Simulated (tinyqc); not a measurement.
Lattice vibrations of a chain, step by step. One step of it, computed by the program tinyqc.

Question. Dynamical matrix at q = 0.23. q is in units of 2 pi/a. A spring k from atom i to atom j, n cells on, adds k to Phi_ii and Phi_jj, -k exp(2 pi i q n) to Phi_ij and the conjugate to Phi_ji (for one atom a cell: 2k (1 - cos 2 pi q n)); D_ij = Phi_ij / sqrt(m_i m_j).

A chain moving along its axis:
```
atom   mass (u)  spring to the next atom (eV/angstrom^2)
1     57.000000                                25.000000
2     62.900000                                 3.300000
```

Give: D(q).

Answer.

D(q) (eV/(angstrom^2 u)):
```
[[0.496, -0.424+0.055i],
 [-0.424-0.055i, 0.450]]
```
